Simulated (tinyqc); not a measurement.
Brillouin zone and empty-lattice bands of the diamond structure, step by step. Values are carried at full precision from step to step, so a last printed digit may differ when a step is redone from the rounded ones.

Primitive vectors a1 = a (0,1/2,1/2), a2 = a (1/2,0,1/2), a3 = a (1/2,1/2,0); atoms at 0 and (a1 + a2 + a3)/4. Reciprocal vectors obey a_i.b_j = 2 pi delta_ij; k is given in units of 2 pi/a. Empty-lattice levels are c0 (2 pi/a)^2 |k + G|^2, c0 = hbar^2/2m0. Points: X = (1, 0, 0), L = (0.5, 0.5, 0.5), K = (0.75, 0.75, 0), W = (1, 0.5, 0), U = (1, 0.25, 0.25).

Constants: hbar^2/2m0 = 3.80998211 eV angstrom^2; a0 (Bohr radius) = 0.5291772105 angstrom.

Parameters, chosen for this exercise (out of a larger set: lattice near that of Si; not measured data):

| symbol | value | unit | meaning |
|---|---|---|---|
| a | 5.436 | angstrom | lattice constant |
| Z | 4 |  | free electrons per atom |
| V1 | -0.7 | eV | atomic form factor on the shell that bounds the zone |

## Reciprocal lattice

Give b1, b2, b3, the cell volume, the zone volume (2 pi)^3/V and the energy unit c0 (2 pi/a)^2.

b1, b2, b3 as rows (2 pi/a):
```
         1        2        3
1  -1.0000   1.0000   1.0000
2   1.0000  -1.0000   1.0000
3   1.0000   1.0000  -1.0000
```

cell volume = 40.159 angstrom^3
zone volume = 6.1768 1/angstrom^3
energy unit = 5.0901 eV

## Shells of G and Bragg planes

List the first six shells of G with their number, the structure factor |sum over atoms of exp(i G.tau)|/(atoms per cell), and the distance |G|/2 of the Bragg plane from Gamma.

Shells:

| \|G\|^2 ((2 pi/a)^2) | number | structure factor | \|G\|/2 (2 pi/a) |
|---|---|---|---|
| 3.0000 | 8 | 0.7071 | 0.8660 |
| 4.0000 | 6 | 0.0000 | 1.0000 |
| 8.0000 | 12 | 1.0000 | 1.4142 |
| 11.0000 | 24 | 0.7071 | 1.6583 |
| 12.0000 | 8 | 0.0000 | 1.7321 |
| 16.0000 | 6 | 1.0000 | 2.0000 |

The structure factor vanishes at |G|^2 = 4.000 and 12.000: no first-order gap opens on those planes.

## The free-electron sphere

n = 2 Z/V, kF = (3 pi^2 n)^(1/3), EF = c0 kF^2, rs = (3/(4 pi n))^(1/3)/a0; compare kF with |k| of the points on the zone surface.

n = 0.19921 1/angstrom^3
kF = 1.5632 2 pi/a
EF = 12.438 eV
rs = 2.007

Points:

| point | \|k\| (2 pi/a) | kF/\|k\| | lowest level (eV) | levels below EF |
|---|---|---|---|---|
| X | 1.0000 | 1.563 | 5.090 | 6 |
| L | 0.8660 | 1.805 | 3.818 | 2 |
| K | 1.0607 | 1.474 | 5.726 | 5 |
| W | 1.1180 | 1.398 | 6.363 | 4 |
| U | 1.0607 | 1.474 | 5.726 | 5 |

The sphere encloses the whole first zone, so band 1 is full and the Fermi surface lies in higher bands. In the real crystal large gaps on the faces of the Jones zone remove the Fermi surface.

## Empty-lattice levels at Gamma, X and W

Give the five lowest values of |k + G|^2 with their degeneracy (spin not counted).

Levels:

| point | \|k + G\|^2 | degeneracy | E (eV) |
|---|---|---|---|
| Gamma | 0.0000 | 1 | 0.000 |
| Gamma | 3.0000 | 8 | 15.270 |
| Gamma | 4.0000 | 6 | 20.360 |
| Gamma | 8.0000 | 12 | 40.721 |
| Gamma | 11.0000 | 24 | 55.991 |
| X | 1.0000 | 2 | 5.090 |
| X | 2.0000 | 4 | 10.180 |
| X | 5.0000 | 8 | 25.450 |
| X | 6.0000 | 8 | 30.540 |
| X | 9.0000 | 10 | 45.811 |
| W | 1.2500 | 4 | 6.363 |
| W | 3.2500 | 4 | 16.543 |
| W | 5.2500 | 8 | 26.723 |
| W | 7.2500 | 12 | 36.903 |
| W | 9.2500 | 4 | 47.083 |

The lowest level is 2-fold at X and 4-fold at W: as many zones meet there, and these are the lowest sets at these points on which a weak potential acts. In the diamond structure the levels at X and W stay paired: the structure factor of (200) vanishes and the glide symmetry keeps the pairing.

## The gap at L

At L two waves k and k - G with G = 2k are degenerate at E0. With V = |V1| x structure factor of G the levels are E0 -/+ V, and the masses normal to the face are 1/(1 -/+ 2 E0/V).

structure factor = 0.7071
E0 = 3.818 eV

levels (eV): 3.323  4.313

masses normal to the face, lower and upper (m0): -0.0693  0.0609

EF of the free sphere, 12.44 eV, lies above the gap: the upper band holds electrons here (EF = c0 (3 pi^2 n)^(2/3) for 8 electrons a cell; its shift by the potential is neglected). In a diamond crystal this gap parts the first two valence bands; it is not the semiconductor gap.

## Checks

- a_i.b_j/(2 pi) against the unit matrix: they agree to 1e-10 or better.

tinyqc: `OMP_NUM_THREADS=1 python tinyqc.py 1881149 1881150 out.jsonl`; about 0.01 s, one thread, shared Intel(R) Xeon(R) Processor @ 2.30GHz.
